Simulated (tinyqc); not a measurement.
Chemical-mechanical planarisation: Preston law, pattern density and step-height reduction. Changing the contact height h_c. Computed by tinyqc, a small Python program. Command: `OMP_NUM_THREADS=1 python tinyqc.py 3029465 3029466 out.jsonl cmp sweep`. One thread of a shared host (Intel(R) Xeon(R) Processor @ 2.30GHz), about 0.01 s of CPU time with the checks.

A row of 12 cells, repeated periodically, holds raised features that cover a share rho of each cell.

Inputs (values chosen for the exercise, close to those used for oxide polishing):

| quantity | value | unit |
|---|---|---|
| Preston coefficient K | 5e-14 | 1/Pa |
| pressure P | 21 | kPa |
| platen and carrier speed | 93 | rpm |
| distance between the centres | 17 | cm |
| initial step height h0 | 340 | nm |
| film above the raised areas z0 | 800 | nm |
| cell size | 2.4 | mm |
| planarisation length | 3 | mm |
| polish time t | 180 | s |

local pattern densities, cell by cell: 0.4  0.2  0.5  0.2  0.3  0.1  0.5  0.8  0.4  0.2  0.9  0.7

Method:
- With equal rotation speeds the relative speed is uniform, v = omega r_c; Preston rate R0 = K P v.
- The stiff pad averages the density: rho_eff(i) = sum_j w_ij rho_j / sum_j w_ij, w = exp(-2 d^2/L^2), L the planarisation length and d the distance between cell centres, summed over all periodic images of cell j.
- While h > h_c only raised areas polish, at R0/rho_eff, until t_c = rho_eff (h0 - h_c)/R0. After that h = h_c exp(-(t - t_c)/tau), tau = rho_eff h_c/R0; low areas polish at R0 (1 - h/h_c) and raised areas at R0 [1 + (1 - rho_eff) h/(rho_eff h_c)]. Removed from raised areas after t_c: h0 - h_c + R0 (t - t_c) + (1 - rho_eff)(h_c - h); from low areas: R0 (t - t_c) - rho_eff (h_c - h). Film left = z0 less the removal from raised areas.

One run for each value:

| contact height h_c (nm) | largest remaining step (nm) | range of film left across the row (nm) | thinnest film left (nm) |
|---|---|---|---|
| 10 | 7.632e-04 | 179.2 | 218.3 |
| 66 | 6.718e+00 | 181.0 | 218.3 |
| 93 | 1.375e+01 | 182.9 | 218.3 |
| 120 | 2.178e+01 | 185.0 | 218.3 |
| 150 | 3.135e+01 | 187.5 | 218.3 |
| 180 | 4.134e+01 | 190.0 | 218.4 |
| 200 | 4.815e+01 | 191.7 | 218.5 |

Give the missing row, contact height h_c (nm) = 38.

Computed row; columns: (1) contact height h_c (nm); (2) largest remaining step (nm); (3) range of film left across the row (nm); (4) thinnest film left (nm):
```
(1)        (2)    (3)    (4)
38   1.501e+00  179.6  218.3
```

Interpolating between the two neighbouring rows (the first column on a logarithmic scale, the others too where they are positive) misses most in largest remaining step (nm), by 69 %. Over the rows, largest remaining step (nm) rises from 7.63e-4 to 48.1 (exponent d ln y / d ln x 5.7 between the first rows and 1.4 between the last); range of film left across the row (nm) rises from 179 to 192 (exponent d ln y / d ln x 0.0016 between the first rows and 0.084 between the last); thinnest film left (nm) rises from 218.30 to 218.48, flat over part of the range. A softer pad (larger h_c) touches the low areas sooner, so steps linger.

Extremes, crossings and ranges named in words are read from the listed rows.
